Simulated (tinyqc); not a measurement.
# Thermal stress and diffusional relaxation in a metal film: Coble and Nabarro-Herring creep, cooling and holds, step by step

A worked calculation. Computed by tinyqc, a small Python program that keeps every step. Command: `OMP_NUM_THREADS=1 python tinyqc.py 3028266 3028267 out.jsonl creep walk`. One thread of a shared host (Intel(R) Xeon(R) Processor @ 2.30GHz), about 0.04 s of CPU time with the checks. Intermediate numbers are printed to about 6 digits and carried at full precision; extremes and crossings named in words are read from the listed rows.

A thin film on a rigid substrate is stress-free at T0. Tension is positive and the film creeps linearly: d sigma/dt = -M (mismatch) dT/dt - sigma/tau.

Inputs (values chosen for the exercise, modelled on aluminium films on silicon):

| quantity | value | unit |
|---|---|---|
| biaxial modulus M | 106 | GPa |
| expansion mismatch | 19.6 | 1e-6/K |
| atomic volume Omega | 16.6 | angstrom^3 |
| lattice prefactor D0 | 0.00017 | m^2/s |
| lattice energy E | 1.48 | eV |
| boundary prefactor (delta D_b)0 | 6e-14 | m^3/s |
| boundary energy E_b | 0.889 | eV |
| grain size d | 0.38 | um |
| stress-free temperature T0 | 300 | C |
| hold temperature T | 170 | C |
| hold time t | 0.01 | h |
| cooling rate | 2 | C/min |
| yield stress | 230 | MPa |

Constants: k_B = 1.380649e-23 J/K; k_B = 8.617333262e-05 eV/K.

## Elastic stress after a quench

Thermoelastic slope = M x mismatch; sigma_0 = slope x (T0 - T).

thermoelastic slope = 2.0776 MPa/K

stress after a quench sigma_0 = 270.088 MPa

Caution: the elastic stress exceeds the yield stress, so dislocation glide would cap it first.

## Creep at the hold temperature

Creep rate per stress: Nabarro-Herring 14 D Omega/(k_B T d^2), Coble (14 pi) delta D_b Omega/(k_B T d^3), with D = D0 exp(-E/(k_B T)), delta D_b = (delta D_b)0 exp(-E_b/(k_B T)); 1/tau = M x (sum of both)/2 (biaxial strain rate is half the uniaxial one). Temperatures in kelvin are T(C) + 273.15. sigma(t) = sigma_0 exp(-t/tau), relaxed part sigma_0 - sigma(t); the grain size where both mechanisms are equal is pi delta D_b/D.

Nabarro-Herring rate = 6.59175e-16 1/(Pa s)

Coble rate = 1.01226e-11 1/(Pa s)

relaxation time tau = 5.17730e-04 h

stress after the hold = 1.10426e-06 MPa

stress relaxed during the hold = 270.088 MPa

crossover grain size = 5835.43 um

Coble creep is 15000 times as fast as Nabarro-Herring creep at this grain size. The crossover size is formal, far above any film grain. Caution: bulk creep laws overstate relaxation in a bonded film, where the substrate constrains boundary diffusion, and dislocation glide is left out.

## Stress after cooling to room temperature

Cooling from T0 at the constant rate: d sigma/dT = -slope + sigma/(tau(T) x rate), integrated to 25 C (stiff solver, tolerance 1e-9). Effective stress-free temperature T_eff = 25 C + sigma/slope.

stress at 25 C = 113.168 MPa

effective stress-free temperature = 79.4708 C

Creep during cooling removes 80.2 % of the elastic value. Caution: bulk creep laws overstate relaxation in a bonded film, and dislocation glide would cap stresses above the yield stress.

## Where a fixed hold relaxes most

For each hold temperature: sigma_0 = slope (T0 - T), relaxed stress sigma_0 (1 - exp(-t/tau)), initial rate sigma_0/tau. In confined lines the relaxed part appears as void volume.

Holds:

| T (C) | sigma_0 (MPa) | tau (h) | relaxed (MPa) | initial rate (MPa/h) |
|---|---|---|---|---|
| 25 | 571.34 | 2.87716e+01 | 1.98543e-01 | 1.98578e+01 |
| 50 | 519.40 | 2.14475e+00 | 2.41609e+00 | 2.42173e+02 |
| 75 | 467.46 | 2.33423e-01 | 1.96034e+01 | 2.00263e+03 |
| 100 | 415.52 | 3.43612e-02 | 1.04920e+02 | 1.20927e+04 |
| 125 | 363.58 | 6.46119e-03 | 2.86233e+02 | 5.62714e+04 |
| 150 | 311.64 | 1.48566e-03 | 3.11268e+02 | 2.09766e+05 |
| 175 | 259.70 | 4.03804e-04 | 2.59700e+02 | 6.43134e+05 |
| 200 | 207.76 | 1.26318e-04 | 2.07760e+02 | 1.64474e+06 |
| 225 | 155.82 | 4.45170e-05 | 1.55820e+02 | 3.50024e+06 |
| 250 | 103.88 | 1.73719e-05 | 1.03880e+02 | 5.97979e+06 |
| 275 | 51.94 | 7.40078e-06 | 5.19400e+01 | 7.01818e+06 |

The relaxed stress peaks at 150 C among these rows: colder holds have more stress but slower diffusion, hotter ones faster diffusion but less stress. The initial rate peaks about k_B T^2/E_b = 32 K below T0 when boundaries dominate; its largest row is 275 C. Caution: dislocation glide would cap stresses above the yield stress; capping layers can block the surface and boundary paths, and threshold stresses are ignored.

Checks made by the program: cooling integral by quadrature (relative difference 5e-09).
